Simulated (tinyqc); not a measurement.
## Fixed charge and work-function difference from two thicknesses

Inverse problem. With a fixed charge q Nf at the interface, Vfb = phi_ms - q Nf tox/(eps0 eox). Find Nf and phi_ms.

Parameters, values chosen for the exercise: relative permittivity of the gate insulator (close to silicon nitride) eox = 7.45.

Constants: q = 1.602176634e-19 C, eps0 = 8.8541878128e-14 F/cm where lengths are in cm. Results are converted to the units shown.

Vfb at tox = 29 and 95 nm (V): -0.81052441  -0.69510421

Solution. Vfb is a straight line in tox: the slope gives Nf and the intercept at zero thickness phi_ms.

Nf = -7.200e10 cm^-2
phi_ms = -0.8612 V

Program tinyqc, `OMP_NUM_THREADS=1 python tinyqc.py 2060131 2060132 out.jsonl`; Intel Xeon 2.30GHz, shared host, one thread, about 0.01 s.
